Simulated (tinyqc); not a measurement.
# From peak temperature T_p back to trap depth E_t below the band

Model: admittance spectroscopy and thermally stimulated current of one trap level in a depletion layer. Computed by tinyqc, a small Python program. Command: `OMP_NUM_THREADS=1 python tinyqc.py 3110917 3110918 out.jsonl admit inv`. One thread of a shared host (Intel(R) Xeon(R) Processor @ 2.30GHz), about 0.02 s of CPU time with the checks.

A Schottky junction on n-type material holds one donor-like electron trap; shallow donors are fully ionised and abrupt depletion edges are assumed.

Inputs (values chosen for the exercise, modelled on n-type 4H-SiC):
```
quantity                       value    unit
density-of-states mass m       0.768     m_0
shallow doping N             2.1e+15  1/cm^3
capture cross section sigma  3.2e-15    cm^2
test frequency f               80000      Hz
```

Constants: k_B = 1.380649e-23 J/K; m_0 = 9.1093837015e-31 kg; h = 6.62607015e-34 J s; k_B = 8.617333262e-05 eV/K.

Method:
- N_c = 2 (2 pi m k_B T/h^2)^(3/2), v_th = sqrt(3 k_B T/m), emission rate e_n = sigma v_th N_c exp(-E_t/(k_B T)).
- Where the level crosses the Fermi level capture equals emission, so the trap follows the signal with the rate 2 e_n; G/omega peaks at omega = 2 e_n (the correction for large N_t/N is left out).
- Solve 2 e_n(T_p) = 2 pi f.

Problem. A run gave the result below. Find the trap depth E_t below the band, known to lie between 0.27 and 0.44 eV.

peak temperature T_p = 257.889 K

Solution.

Each step takes the trial c = (a f_b - b f_a)/(f_b - f_a), f being the result less the target and a, b, c the logarithms of the listed values; c replaces end b, the old b replaces a if the sign of f changed, and otherwise f_a is halved.

Scan of the range:
```
trap depth E_t below the band (eV)  peak temperature T_p (K)
0.270                                                219.916
0.293                                                236.271
0.318                                                253.892
0.345                                                272.759
0.374                                                292.851
0.406                                                314.832
0.440                                                337.991
```

False position (Illinois rule, in the logarithm of the input) inside the bracket:
```
step     end a     end b     trial  peak temperature T_p (K)
1     0.318000  0.345000  0.323537                   257.775
2     0.345000  0.323537  0.323695                   257.886
3     0.345000  0.323695  0.323704                   257.892
4     0.323695  0.323704  0.323700                   257.889
```

Peak temperature T_p rises at every point of a 13-point scan of the range (every second point is shown), so one value fits; it is bracketed by 0.318 and 0.345. Answer: trap depth E_t below the band = 0.3237 eV.
